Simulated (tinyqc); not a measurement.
# Absorption coefficient and reflectance from two thicknesses

Inverse problem. With transparent contact layers the responsivity is (1 - Rf)(1 - exp(-al wi)) q lam/(h c). The second absorber is twice as thick as the first. Find al and Rf.

Values chosen for this exercise: wavelength lam = 1550 nm.

Constants: q = 1.602176634e-19 C, h = 6.62607015e-34 J s, c = 299792458 m/s. Results are converted to the units shown.

responsivity for wi = 1.6 and 3.2 um (A/W): 0.25367333  0.45482260

Answer. The ratio of the responsivities is 1 + exp(-al w1), which gives al; either value then gives 1 - Rf.

al = 1450 1/cm
Rf = 0.02000

tinyqc, about 0.01 s, one thread, Intel Xeon 2.30GHz (shared host): `OMP_NUM_THREADS=1 python tinyqc.py 2250129 2250130 out.jsonl`
